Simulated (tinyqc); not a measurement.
Threshold-voltage variability of a planar MOSFET, analytic estimates: one step of the calculation.

Three independent sources add in quadrature: random dopants in the depleted layer, metal-gate grains of two orientations, and roughness of the two gate edges acting through the roll-off VT = VT(long) - Vr exp(-L/l). These are first-order estimates: no three-dimensional electrostatics, no percolation.

Problem. Total spread, mismatch and leakage. s = sqrt(s1^2 + s2^2 + s3^2). For a pair: s(dVT) = sqrt(2) s; current mismatch sqrt(2) sqrt((gI s)^2 + sb^2); input offset = current mismatch/gI. For a Gaussian VT the off current is log-normal with mean/median = exp(s^2/(2 (n Vt)^2)).

Inputs (values chosen for the exercise); material values close to those of silicon:

| symbol | value | unit | meaning |
|---|---|---|---|
| T | 293 | K | temperature |
| n | 1.46 |  | subthreshold factor |
| gI | 8 | 1/V | gm/I of a matched pair |
| sb | 2.6 | % | spread of the gain factor of one device |

Constants: q = 1.602176634e-19 C, kB = 1.380649e-23 J/K, Vt = kB T/q. Results are converted to the units shown.

s1 = 7.7664388 mV
s2 = 1.5275252 mV
s3 = 0.77811958 mV

Wanted: s; s(dVT); current mismatch; input offset; mean/median of Ioff.

Solution.

s = 7.953 mV
s(dVT) = 11.25 mV
current mismatch = 9.721 %
input offset = 12.15 mV
mean/median of Ioff = 1.024

Computed by the program tinyqc: `OMP_NUM_THREADS=1 python tinyqc.py 2090046 2090047 out.jsonl`, one thread of a shared Intel Xeon 2.30GHz, about 0.01 s for the whole run.
